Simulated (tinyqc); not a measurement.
Inside a calculation. Method: extended Hueckel theory, for H6. One step of it, computed by the program tinyqc.

Problem. Wolfsberg-Helmholz matrix. H_ij = K' S_ij (H_ii + H_jj)/2 for i != j (the diagonal keeps H_ii), with K' = K + D^2 + D^4 (1 - K), D = (H_ii - H_jj)/(H_ii + H_jj), K = 1.75.

overlap S, lower triangle:
```
          1H 1s     2H 1s     3H 1s     4H 1s     5H 1s     6H 1s
1H 1s  1.000000
2H 1s  0.579898  1.000000
3H 1s  0.143166  0.482585  1.000000
4H 1s  0.033738  0.143166  0.579898  1.000000
5H 1s  0.005070  0.025432  0.143401  0.483192  1.000000
6H 1s  0.000865  0.005070  0.033800  0.143401  0.579898  1.000000
```

diagonal H_ii (eV): 1H 1s -13.600000, 2H 1s -13.600000, 3H 1s -13.600000, 4H 1s -13.600000, 5H 1s -13.600000, 6H 1s -13.600000

K = 1.750000

Give: H.

Solution.

H (eV), lower triangle:
```
         1H 1s    2H 1s    3H 1s    4H 1s    5H 1s    6H 1s
1H 1s  -13.600
2H 1s  -13.802  -13.600
3H 1s   -3.407  -11.486  -13.600
4H 1s   -0.803   -3.407  -13.802  -13.600
5H 1s   -0.121   -0.605   -3.413  -11.500  -13.600
6H 1s   -0.021   -0.121   -0.804   -3.413  -13.802  -13.600
```
